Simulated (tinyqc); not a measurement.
Van der Pauw, Hall and four-point-probe measurements on a doped layer: two steps of the calculation.

A uniform n-type layer with sheet resistance Rs = 1/(q ns mu), point contacts, low field (mu B small).

Parameters, values chosen for the exercise: sheet density of the layer ns = 7.4e14 cm^-2; drift mobility mu = 180 cm^2/(V s); Hall factor rH = 1.18; magnetic field B = 2 T; current I = 10 uA; side ratio a/b of a rectangular sample with corner contacts ar = 1.11.

Constants: q = 1.602176634e-19 C. Results are converted to the units shown.

Task 1. Resistances and Hall voltage. Rs = 1/(q ns mu). For a rectangle with contacts at the corners, RA = (8 Rs/pi) sum_(k>=0) ln coth((2k + 1) pi a/(2 b)) with current along a short side b and voltage along the opposite one, RB the same with a and b exchanged; Hall voltage VH = rH B I/(q ns), negative for electrons.

Wanted: Rs; RA; RB; VH.

Result 1.

Rs = 46.86 ohm/square
RA = 7.309 ohm
RB = 14.15 ohm
VH = -0.01991 mV

RB/RA = 1.94; for a square both equal Rs ln 2/pi = 10.3 ohm.

Task 2. New z. The van der Pauw equation exp(-pi RA z) + exp(-pi RB z) = 1 is solved for z = 1/Rs: e1 = exp(-pi RA z), e2 = exp(-pi RB z), f = e1 + e2 - 1, f' = -pi (RA e1 + RB e2), z(new) = z - f/f'.

z after iteration 1 = 21.330690 mS
RA = 7.3086913 ohm
RB = 14.145059 ohm

Give: e1; e2; f; f'; z after iteration 2.

Result 2.

e1 = 0.6128
e2 = 0.3876
f = 3.223e-4
f' = -0.03129 kohm
z after iteration 2 = 21.34 mS

Computed by the program tinyqc: `OMP_NUM_THREADS=1 python tinyqc.py 2850188 2850189 out.jsonl`, one thread of a shared Intel Xeon 2.30GHz, about 0.01 s for the whole run.
